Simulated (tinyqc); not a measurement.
# From anti-Stokes/Stokes ratio back to local temperature T

Model: Raman shift of the zone-centre optical phonon of a diamond-structure crystal under stress. Computed by tinyqc, a small Python program. Command: `OMP_NUM_THREADS=1 python tinyqc.py 3031298 3031299 out.jsonl ramanstress inv`. One thread of a shared host (Intel(R) Xeon(R) Processor @ 2.30GHz), about 0.02 s of CPU time with the checks.

Axes x, y, z are the cube axes. Strain shifts the threefold optical mode and can split it; p, q and r are the phonon deformation potentials.

Inputs (values chosen for the exercise, modelled on diamond):
```
quantity,value,unit
unstrained frequency omega_0,1332,1/cm
p/omega_0^2,-2.75,-
q/omega_0^2,-1.84,-
r/omega_0^2,-1.91,-
C11,1063,GPa
C12,123.5,GPa
C44,572.2,GPa
stress sigma (tension positive),0.75,GPa
polarisation angle phi,75,degree
temperature coefficient d omega/dT,-0.011,1/(cm K)
laser wavelength,364,nm
```

Stress state: biaxial. Axis: [001].

Constants: h = 6.62607015e-34 J s; c = 299792458 m/s; k_B = 1.380649e-23 J/K.

Method:
- S11 = (C11 + C12)/D, S12 = -C12/D, D = (C11 - C12)(C11 + 2 C12), S44 = 1/C44.
- Equal biaxial stress in the plane normal to the axis (unit vector n): sigma_ij = sigma (delta_ij - n_i n_j).
- eps_xx = S11 sigma_xx + S12 (sigma_yy + sigma_zz), and cyclic; eps_xy = S44 sigma_xy/2 (tensor strain).
- Secular matrix: M_xx = p eps_xx + q (eps_yy + eps_zz), M_xy = 2 r eps_xy; its eigenvalues are omega^2 - omega_0^2, and the shifts are these over 2 omega_0.
- Backscattering from a (001) surface: incident polarisation (cos phi, sin phi, 0). With Raman tensors (R_z)_xy = (R_z)_yx = 1 and cyclic, only the z component u_z of a mode counts: I = u_z^2 sin^2(2 phi) for parallel and u_z^2 cos^2(2 phi) for crossed polarisers. An unresolved line sits at the intensity-weighted shift, which is M_zz/(2 omega_0).
- A temperature above 300 K shifts the line by (d omega/dT)(T - 300 K); divided by the shift per stress it poses as a stress; the total shift adds it to the shift of the observed line. The anti-Stokes to Stokes ratio is [(omega_L + omega_0)/(omega_L - omega_0)]^3 exp(-h c omega_0/(k_B T)) in photon counts, omega_L = 1/wavelength, resonance effects left out.

Question. A run gave the result below. Find the local temperature T, known to lie between 370 and 690 K.

anti-Stokes/Stokes ratio = 0.01785997

Answer.

Each step takes the trial c = (a f_b - b f_a)/(f_b - f_a), f being the result less the target and a, b, c the logarithms of the listed values; c replaces end b, the old b replaces a if the sign of f changed, and otherwise f_a is halved.

Scan of the range:
```
local temperature T (K),anti-Stokes/Stokes ratio
370,0.0075330
410,0.0124862
455,0.0198244
505,0.0300824
561,0.0439371
622,0.0614228
690,0.0832150
```

False position (Illinois rule, in the logarithm of the input) inside the bracket:
```
step,end a,end b,trial,anti-Stokes/Stokes ratio
1,410.000,455.000,442.491,0.0175989
2,455.000,442.491,443.940,0.0178495
3,455.000,443.940,444.055,0.0178695
4,443.940,444.055,444.000,0.0178600
5,444.055,444.000,444.000,0.0178600
```

anti-Stokes/Stokes ratio rises at every point of a 13-point scan of the range (every second point is shown), so one value fits; it is bracketed by 410 and 455. Answer: local temperature T = 444.0 K.
